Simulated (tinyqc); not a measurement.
Inside a calculation. Model: growth of a silicide layer between metal and silicon: linear-parabolic kinetics, ramp anneals and Kissinger analysis. Computed by tinyqc, a small Python program that keeps every step. Command: `OMP_NUM_THREADS=1 python tinyqc.py 3015242 3015243 out.jsonl silicide walk`. One thread of a shared host (Intel(R) Xeon(R) Processor @ 2.30GHz), about 0.08 s of CPU time with the checks. Intermediate numbers are printed to about 5 digits and carried at full precision; extremes and crossings named in words are read from the listed rows.

One compound layer of thickness x grows by diffusion through itself and reaction at an interface, dx/dt = 1/(2x/K + 1/v), until the metal is used up at x = a h.

Inputs (values chosen for the exercise, modelled on NiSi):

| quantity | value | unit |
|---|---|---|
| metal thickness h | 5.8 | nm |
| silicide formed per metal thickness a | 2.2 | - |
| silicon consumed per metal thickness b | 1.83 | - |
| prefactor of the parabolic constant K | 9.9e+13 | nm^2/s |
| activation energy E of K | 1.63 | eV |
| prefactor of the interface velocity v | 4.4e+13 | nm/s |
| activation energy E_v | 1.79 | eV |
| temperature T | 350 | C |
| time t | 330 | s |
| ramp rate beta | 0.3 | C/s |
| silicide resistivity | 15 | micro-ohm cm |
| junction depth x_j | 38 | nm |

Constants: k_B = 8.617333262e-05 eV/K.

## Final thickness

The silicide ends at the thickness a h.

final thickness = 12.76 nm

## Geometry at full reaction

Silicon consumed b h, sheet resistance rho/(final thickness) with 1 micro-ohm cm/nm = 10 ohm; margin to the junction x_j - b h.

silicon consumed = 10.614 nm

sheet resistance = 11.755 ohm/square

margin to the junction = 27.386 nm

The layer takes 28 % of the junction depth; its surface lies 2.15 nm above the original silicon surface. Caution: so thin a film has a resistivity above the bulk value and tends to agglomerate.

## Isothermal growth

K = K0 exp(-E/(k_B T)), v = v0 exp(-E_v/(k_B T)). Temperatures in kelvin are T(C) + 273.15. x^2/K + x/v = t, so x = (K/(2v)) [sqrt(1 + 4 v^2 t/K) - 1], capped at a h; completion time t_c = (a h)^2/K + a h/v, a h being the final thickness; crossover thickness K/v.

K = 6.4994 nm^2/s

v = 0.14678 nm/s

crossover thickness = 44.279 nm

thickness at time t = 12.76 nm

completion time = 111.98 s

The metal is used up. Diffusion makes up 22 % of the completion time.

## Ramp anneal

Ramp from x = 0 at 100 C at the rate beta: dx/dT = (1/beta)/(2x/K + 1/v), integrated adaptively (tolerance 1e-9) until x = a h at T_f.

completion temperature T_f = 361.59 C

## Kissinger analysis

Plot ln(beta/T_f^2) against 1/(k_B T_f), T_f in kelvin; minus the least-squares slope estimates the activation energy.

Ramps:

| beta (C/s) | T_f (C) | 1/(k_B T_f) (1/eV) | ln(beta/T_f^2) |
|---|---|---|---|
| 0.03 | 321.33 | 19.520 | -16.282 |
| 0.1 | 341.72 | 18.873 | -15.145 |
| 0.3 | 361.59 | 18.282 | -14.110 |
| 1 | 384.87 | 17.636 | -12.978 |
| 3 | 407.65 | 17.045 | -11.948 |
| 10 | 434.48 | 16.399 | -10.821 |
| 30 | 460.85 | 15.810 | -9.796 |

Kissinger energy = 1.7480 eV

A thousandfold faster ramp raises the completion temperature by only 140 C. The fit gives 1.748 eV, against E = 1.63 eV for diffusion and E_v = 1.79 eV for the interface: it lies 74 % of the way from E to E_v, as both steps resist. Caution: nucleation and competing phases are left out; disilicides such as CoSi2 and the low-resistance form of TiSi2 start by nucleation and follow this law at best in part.

Checks made by the program: isothermal closed form against integration (relative difference below 1e-10).
